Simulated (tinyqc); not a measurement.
Capacitance measurement on a leaky thin oxide: effects of series resistance and leakage: one step of the calculation.

The device is a capacitance C in parallel with a leakage conductance G, in series with Rs and Ls. An impedance meter reports either a parallel pair (Cp, Gp) from Y = 1/Z = Gp + i w Cp or a series pair (Cs, Rm) from Z = Rm + 1/(i w Cs); w = 2 pi f, dissipation D = Gp/(w |Cp|).

Task. True capacitance and conductance. EOT = 3.9 tox/eox; CET = EOT + zc + zp; C = 3.9 eps0 A/CET; G = Jg A/Vs.

Parameters, values chosen for the exercise; values of the order met in thin-oxide MOS capacitors:
```
symbol    value    unit                                                                 meaning
eox         3.9          relative permittivity of the gate insulator (close to silicon dioxide)
tox         1.5      nm                                                     insulator thickness
A          2500    um^2                                                               gate area
zc         0.34      nm              oxide-equivalent thickness added by the accumulation layer
zp            0      nm                      oxide-equivalent thickness added by gate depletion
Jg      0.00033  A/cm^2              gate leakage current density, not matched to the thickness
Vs         0.44       V                               voltage for an e-fold rise of the leakage
```

Constants: eps0 = 8.8541878128e-14 F/cm where lengths are in cm. Results are converted to the units shown.

Give: EOT; CET; C; G.

Result.

EOT = 1.5000 nm
CET = 1.8400 nm
C = 46.918 pF
G = 0.018750 uS

Numbers from tinyqc (`OMP_NUM_THREADS=1 python tinyqc.py 2022140 2022141 out.jsonl`; about 0.01 s on one thread of a shared Intel Xeon 2.30GHz).
